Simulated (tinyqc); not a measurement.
# Avalanche multiplication and breakdown of a junction from ionisation integrals, step by step

A worked calculation. Computed by tinyqc, a small Python program that keeps every step. Command: `OMP_NUM_THREADS=1 python tinyqc.py 3022627 3022628 out.jsonl impact walk`. One thread of a shared host (Intel(R) Xeon(R) Processor @ 2.30GHz), about 0.01 s of CPU time with the checks. Intermediate numbers are printed to about 6 digits and carried at full precision; extremes and crossings named in words are read from the listed rows.

Ionisation coefficients follow the local field. Position x runs through the depletion layer from the p side (x = 0), where electrons enter, to the n side (x = w), where holes enter. The built-in voltage is neglected.

Inputs (values chosen for the exercise, modelled on germanium): electron prefactor a_n = 1.42e+07 1/cm; electron field b_n = 1.59e+06 V/cm; hole prefactor a_p = 9.1e+06 1/cm; hole field b_p = 1.27e+06 V/cm; exponent c = 1; permittivity eps = 16; doping gradient a = 2.7e+18 1/cm^4; bias as a fraction of the breakdown voltage = 0.75.

Junction: linearly graded.

Constants: e = 1.602176634e-19 C; eps_0 = 8.8541878128e-12 F/m.

## Breakdown

alpha_n = a_n exp(-(b_n/F)^c), alpha_p = a_p exp(-(b_p/F)^c). Field F = F_m [1 - (2x/w - 1)^2], w = sqrt(8 eps eps_0 F_m/(e a)), V = (2/3) F_m w. With Phi(x) = int_0^x (alpha_n - alpha_p) dx': 1 - 1/M_n = I_n = int_0^w alpha_n exp(-Phi) dx and M_p = M_n exp(-Phi(w)); trapezoid rule on 401 even points; breakdown at I_n = 1. Solve I_n(F_m) = 1.

critical field F_m = 0.161080 MV/cm

width at breakdown = 20.5430 micrometre

breakdown voltage = 220.605 V

## Coefficients at the critical field

The formulas are those given above.

alpha_n = 733.554 1/cm

alpha_p = 3427.27 1/cm

ratio k = alpha_p/alpha_n = 4.67215

shorter ionisation length = 2.91777 micrometre

Holes ionise more readily at the peak field.

## Field and integrand below breakdown

Bias V = fraction times the breakdown voltage.

peak field = 0.132969 MV/cm

Every 50th point:
```
x (micrometre)  F (MV/cm)  alpha_n (1/cm)  alpha_p (1/cm)           Phi  I_n up to x
0.0000           0.000000               0               0             0            0
2.3331           0.058174     1.91521e-05     3.00548e-03  -3.41957e-08  1.79446e-10
4.6661           0.099727     1.69075e+00     2.68154e+01  -1.12726e-03  6.21919e-05
6.9992           0.124658     4.10130e+01     3.42386e+02  -3.30507e-02  3.82111e-03
9.3323           0.132969     9.10189e+01     6.47215e+02  -1.41105e-01  2.22132e-02
11.6653          0.124658     4.10130e+01     3.42386e+02  -2.49159e-01  4.26437e-02
13.9984          0.099727     1.69075e+00     2.68154e+01  -2.81082e-01  4.74485e-02
16.3315          0.058174     1.91521e-05     3.00548e-03  -2.82209e-01  4.75308e-02
18.6645          0.000000               0               0  -2.82209e-01  4.75308e-02
```

## Multiplication and noise

M_n = 1/(1 - I_n), M_p = M_n exp(-Phi(w)); McIntyre excess noise for the carrier with the larger M, F_x = k M + (1 - k)(2 - 1/M), with k = (smaller M - 1)/(larger M - 1).

M_n = 1.04990

M_p = 1.39223

effective k = 0.127228

excess noise factor = 1.29579

Injecting holes gives the larger gain and, at equal gain, the lower noise.

## Gain against bias and Miller's formula

Miller's exponent n is defined by 1 - 1/M = (V/V_B)^n for the larger M.

Gain:
```
V/V_B    V (V)  F_m (MV/cm)      M_n      M_p  Miller exponent n
0.50   110.302     0.101474  1.00078   1.0130            6.28279
0.60   132.363     0.114589  1.00543   1.0628            5.53763
0.70   154.423     0.126991  1.02514   1.2213            4.78887
0.80   176.484     0.138815  1.09728   1.6910            4.01076
0.90   198.544     0.150154  1.41434   3.4773            3.21836
0.95   209.574     0.155665  2.15044   7.3951            2.83245
0.98   216.193     0.158925  4.45807  19.4735            2.60941
0.99   218.399     0.160005  8.34035  39.7219            2.53696
```

The larger gain passes 2 between 0.800 and 0.900 of V_B and reaches 39.7 at 0.99. Miller's exponent runs from 2.5 to 6.3, so it is not a constant: a fit holds over a narrow range only. From the first row to the last the voltage grows by a factor 1.98 and the peak field by 1.58.

Checks made by the program: the hole form of the condition, int alpha_p exp(Phi(w) - Phi) dx = 1 (relative difference 4e-06).
